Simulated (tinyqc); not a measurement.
Mesh size and shift: special k points of the hexagonal lattice.

Lattice vectors in units of a: a1 = (1, 0), a2 = (-1/2, sqrt(3)/2); reciprocal vectors b_i with a_i . b_j = 2 pi delta_ij. Mesh: k = sum_i f_i b_i with f_i = (2 j_i + shift)/(2 N), j_i = 0 .. N-1. The point group of the lattice has 12 operations; only those that map the mesh onto itself are used.

A_m(k) = sum over the m-th star of lattice vectors R of cos(k . R), stars in order of length: m = 1: |R|^2 = 1, 6 vectors, such as (1, 1) in the basis a_i; m = 2: |R|^2 = 3, 6 vectors, such as (2, 1) in the basis a_i; m = 3: |R|^2 = 4, 6 vectors, such as (2, 2) in the basis a_i; m = 4: |R|^2 = 7, 12 vectors, such as (3, 2) in the basis a_i; m = 5: |R|^2 = 9, 6 vectors, such as (3, 3) in the basis a_i; m = 6: |R|^2 = 12, 6 vectors, such as (4, 2) in the basis a_i. The zone mean of every A_m is zero.

Test function, the lower band of a two-band insulator: E(k) = -sqrt(D^2 + (e0 - t A_1(k))^2).
Values chosen for the exercise: D = 2.15 eV (half gap term); t = 0.42 eV (coupling); e0 = 1.03 eV (offset).

Errors of the mean of E against the unshifted mesh with N = 96. The fifth column is |R|^2 of the shortest star with a non-zero mean.

Meshes:

| mesh | points | irreducible | operations | \|R\|^2 missed | error (meV) |
|---|---|---|---|---|---|
| 2 Gamma | 4 | 2 | 12 | 4.00 | -212.532 |
| 2 shifted | 4 | 2 | 4 | 4.00 | 74.601 |
| 3 Gamma | 9 | 3 | 12 | 9.00 | 0.519 |
| 3 shifted | 9 | 4 | 4 | 9.00 | -0.283 |
| 4 Gamma | 16 | 4 | 12 | 16.00 | 2.818 |
| 4 shifted | 16 | 6 | 4 | 16.00 | -0.936 |
| 5 Gamma | 25 | 5 | 12 | 25.00 | -0.211 |
| 5 shifted | 25 | 9 | 4 | 25.00 | 0.070 |
| 6 Gamma | 36 | 7 | 12 | 36.00 | -0.082 |
| 6 shifted | 36 | 12 | 4 | 36.00 | 0.027 |
| 8 Gamma | 64 | 10 | 12 | >36 | 0.003 |
| 8 shifted | 64 | 20 | 4 | >36 | -0.001 |
| 10 Gamma | 100 | 14 | 12 | >36 | 0.000 |
| 10 shifted | 100 | 30 | 4 | >36 | 0.000 |

reference mean = -2.57852 eV

What does the comparison show, and why?

The shifted mesh has the smaller error for 6 of 7 values of N and the larger for 0; the rest agree at the printed digits. The cheapest mesh within 1 meV is 3 Gamma, with 3 irreducible points, but a larger mesh of the same type misses again, so this is a chance hit. A mesh misses the lattice vectors N (n1 a1 + n2 a2 + ...); the half shift gives each the sign (-1)^(n1 + n2 + ...), so the 6 shortest ones add up to -2 in place of 6. The shift lowers the symmetry; it leaves more irreducible points for N = 3, 4, 5, 6, 8 and 10.

tinyqc: `OMP_NUM_THREADS=1 python tinyqc.py 1682358 1682359 out.jsonl`; about 0.09 s, one thread, shared Intel(R) Xeon(R) Processor @ 2.30GHz.
